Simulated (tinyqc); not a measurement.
# Well width for a wanted wavelength

Question. The layer is x parts of the first compound and 1 - x of the second, grown coherently on the third as substrate and barrier. Rows of the table: lattice constant a, average valence level Ea on an absolute scale, spin-orbit splitting so, gaps at Gamma, X and L, hydrostatic deformation potentials av and ac (Gamma), shear potential b, elastic constants, electron and heavy-hole (along z) masses. All are interpolated linearly in x; gaps get -C x (1 - x), taken wholly in the conduction band; real line-ups can differ from this model by 0.1 eV or more. In-plane strain e = (a_substrate - a)/a, e_z = -2 (c12/c11) e, volume change 2 e + e_z. With v = 2 e + e_z and d = 2 b (e_z - e): Eav = Ea + av v; E_hh = Eav + so/3 - d/2; E_lh = Eav - so/6 + d/4 + sqrt(so^2 + so d + 9 d^2/4)/2; E_c = Ea + so/3 + EG + ac v (Gamma). Substrate: E_v = Ea + so/3, E_c = E_v + EG. Well depths: dEc = E_c(substrate) - E_c, dEhh = E_hh - E_v(substrate), dElh likewise; strained Gamma gap E_c - max(E_hh, E_lh); positive values confine carriers in the layer. Lowest level of a finite well of width Lw and depth V: kw Lw/2 = arctan(sqrt((mw/mb)(V - E)/E)), kw = sqrt(mw E/C), C = hbar^2/(2 m0), for electrons (dEc) and heavy holes (dEhh), mb from the substrate; transition E_c - E_hh + both levels, without exciton binding; wavelength h c/E. Find Lw and the two levels.

Inputs (values chosen for the exercise):
```
symbol  value  unit                                      meaning
x        0.66        fraction of the first compound in the layer
CG      0.477    eV                      bowing of the Gamma gap
CX        1.4    eV                          bowing of the X gap
CL       0.33    eV                          bowing of the L gap
```

Constants: q = 1.602176634e-19 C, hbar = 1.054571817e-34 J s, h = 6.62607015e-34 J s, m0 = 9.1093837015e-31 kg, c = 299792458 m/s, hbar^2/(2 m0) = 0.0380998212 eV nm^2. Results are converted to the units shown.

Binary compounds, values chosen for the exercise:
```
              close to InAs  close to GaAs  close to InP
a (angstrom)          6.058          5.653         5.869
Ea (eV)               -6.67          -6.92         -7.04
so (eV)               0.385          0.338          0.11
EG (eV)               0.355           1.41          1.33
EX (eV)                1.37           1.91          2.18
EL (eV)                1.08           1.69          1.95
av (eV)                1.01           1.15          1.27
ac (eV)               -5.12          -7.27         -5.01
b (eV)                -1.81          -1.71         -1.72
c11 (GPa)              84.3            118           102
c12 (GPa)              45.3           53.6          55.9
me (m0)              0.0228         0.0664        0.0797
mh (m0)               0.334          0.351         0.535
```

wavelength = 1712.7404 nm

Answer. Both levels fall steadily as the well widens, so the wavelength rises steadily and one width matches.

Lw = 6.70 nm
electron level = 71.4 meV
heavy-hole level = 17.1 meV

Computed by the program tinyqc: `OMP_NUM_THREADS=1 python tinyqc.py 2690098 2690099 out.jsonl`, one thread of a shared Intel Xeon 2.30GHz, about 0.01 s for the whole run.
